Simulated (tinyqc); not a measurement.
Q-state Potts model on a small periodic square lattice: enumeration, Metropolis, heat-bath and Wolff steps: one step, computed by the program tinyqc.

E = -J x (number of nearest-neighbour bonds with equal states); n x n sites with periodic edges have 2 n^2 bonds. Order parameter m = (q f - 1)/(q - 1), f being the largest share of one state. Sites are numbered row by row from 0. Here q = 4 and n = 3.

Question. Exact averages. All q^(n^2) states are counted by their number b of equal bonds; weights g(b) exp(K b), K = J/(k_B T). Per site: u = -J <b>/n^2, c/k_B = K^2 (<b^2> - <b>^2)/n^2. ln Z = ln sum g(b) exp(K b); entropy per site s/k_B = (ln Z - K <b>)/n^2.

Inputs (values chosen for the exercise, for a model of domains or grain orientations): coupling J = 33 meV; temperature T = 246 K.

States by number of equal bonds:
```
b    g(b)   probability
0    1056  1.678986e-10
1    6048  4.561028e-09
2   26568  9.503369e-08
3   45360  7.695903e-07
4   63936  5.145171e-06
5   48384  1.846817e-05
6   34884  6.315623e-05
7   19872  1.706473e-04
8   10368  4.222995e-04
9    2784  5.378517e-04
10   2052  1.880349e-03
11    432  1.877642e-03
12    288  5.937304e-03
14    108  5.009059e-02
18      4  9.389957e-01
```

K = 1.556704

Give: <b>; energy u; heat capacity c; entropy s.

Answer.

<b> = 17.72

energy u = -64.99 meV/site

heat capacity c = 0.3423 k_B/site

entropy s = 0.2088 k_B/site
